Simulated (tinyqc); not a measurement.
Density of states of one tight-binding band on the simple cubic lattice: sweeps and comparisons. A value that a table varies takes the place of the one given here.

E(k) = -2 t (c1 + c2 + c3) - 4 t2 (c1 c2 + c2 c3 + c3 c1) with ci = cos(2 pi ki); k in fractions of the reciprocal vectors, mesh k_i = j/N with j = 0 .. N-1. Densities are per cell and per spin, so the band holds one state.

Each cube of the mesh, corners numbered 0 to 7 as the binary number (i j l), is cut into six tetrahedra around the diagonal 0-7: 0137, 0157, 0237, 0267, 0457, 0467. For corner energies e1 <= e2 <= e3 <= e4 and eij = ei - ej, the share of the tetrahedron below E is n = (E - e1)^3/(e21 e31 e41) for e1 < E < e2; n = [e21^2 + 3 e21 x + 3 x^2 - (e31 + e42) x^3/(e32 e42)]/(e31 e41) with x = E - e2 for e2 < E < e3; n = 1 - (e4 - E)^3/(e41 e42 e43) for e3 < E < e4; its density of states is g = dn/dE.

Gaussian broadening: g(E) = mean over the mesh of exp(-(E - E_k)^2/(2 sigma^2))/(sigma sqrt(2 pi)), n(E) = mean of erfc((E_k - E)/(sigma sqrt 2))/2.

Values chosen for the exercise:
- t = 1.18 eV (nearest hopping)
- t2 = -0.09 eV (second hopping)
- N2 = 12 (mesh points along each axis in this comparison)
- sigma = 0.354 eV (Gaussian width)
- E = 1.73 eV (energy at which the density is wanted)

## Three ways to the same curve

N = N2 here; the reference is the linear method with N = 36.

g(E) (1/eV):
```
E (eV)  reference  linear tetrahedra  Gaussian, sigma  Gaussian, sigma/4  reference n(E)
-4.712      0.044              0.042            0.044              0.062           0.035
-3.425      0.079              0.078            0.083              0.068           0.113
-2.137      0.131              0.131            0.134              0.217           0.259
-0.850      0.124              0.127            0.114              0.023           0.423
0.437       0.119              0.121            0.104              0.038           0.579
1.724       0.116              0.120            0.102              0.086           0.730
3.012       0.064              0.065            0.060              0.023           0.844
4.299       0.043              0.043            0.037              0.050           0.912
5.586       0.029              0.028            0.022              0.001           0.957
6.873       0.017              0.016            0.015              0.016           0.986
```

Root-mean-square errors against the reference: 0.0019 for linear tetrahedra, 0.0082 for sigma and 0.0532 for sigma/4. The narrow Gaussian is worse than the wide one, because it resolves the separate mesh levels. The reference is highest at -2.137 eV of the energies listed, and half filling lies between -0.850 and 0.437 eV.

## Convergence with the mesh

At the energy E; the plain count is the share of mesh points below E; the reference is the linear method with N = 36.

Results:
```
N   points  g linear  n linear  g Gaussian  n Gaussian  n plain count
4       64    0.1160    0.7676      0.0829      0.6737         0.6562
6      216    0.1186    0.7485      0.0775      0.7282         0.7222
8      512    0.1212    0.7407      0.1412      0.7263         0.7539
12    1728    0.1203    0.7347      0.1020      0.7272         0.7141
16    4096    0.1155    0.7330      0.1095      0.7296         0.7339
20    8000    0.1163    0.7323      0.1102      0.7298         0.7322
```

reference n and g: 0.7312  0.1162

The linear n(E) stays within 0.002 of the reference from N = 16 on. The Gaussian g stays within 1 % of its last value from N = 16 on; it tends to the broadened curve, not the true one. At the last mesh it lies -0.006 1/eV from the reference g and the linear g 0.000. The plain count errs by +0.0011 at the last mesh.

## Critical points

The gradient vanishes at these points by symmetry; the signs of the eigenvalues of the second-derivative matrix give the type.

Critical points:
```
point                k   E (eV)  positive  negative     type
Gamma        (0, 0, 0)  -6.0000         3         0  minimum
X          (0.5, 0, 0)  -2.7200         2         1   saddle
M        (0.5, 0.5, 0)   2.0000         1         2   saddle
R      (0.5, 0.5, 0.5)   8.1600         0         3  maximum
```

Gamma is a minimum at -6.000 eV: its contribution to g starts as a square root. X is a saddle at -2.720 eV: g has a square-root kink there. M is a saddle at 2.000 eV: g has a square-root kink there. R is a maximum at 8.160 eV: its contribution to g ends as a square root.

## What moves the count of states

Linear method and Gaussian sum with N = 14. Each row changes one parameter from the base and keeps the others.

Results:
```
case              n linear  g linear (1/eV)  n Gaussian  g Gaussian (1/eV)
base                0.7336           0.1172      0.7295             0.1057
t = 1.298 eV        0.7135           0.1064      0.7113             0.1000
E = 1.848 eV        0.7476           0.1191      0.7419             0.1045
sigma = 0.708 eV    0.7336           0.1172      0.7254             0.1046
t2 = -0.031 eV      0.7206           0.1208      0.7172             0.1136
```

The largest shifts from the base row, up to three for each result and ties (the steps differ in size, so this ranks the rows, not the parameters). n linear: t -0.0201, E +0.0140, t2 -0.0130; unchanged at the printed digits by sigma. g linear (1/eV): t -0.0109, t2 +0.0036, E +0.0019; unchanged at the printed digits by sigma. n Gaussian: t -0.0182, E +0.0124, t2 -0.0123. g Gaussian (1/eV): t2 +0.0079, t -0.0057, E -0.0012.

(tinyqc, `OMP_NUM_THREADS=1 python tinyqc.py 1680990 1680991 out.jsonl`, Intel(R) Xeon(R) Processor @ 2.30GHz, 1 thread, shared host, about 0.2 s.)
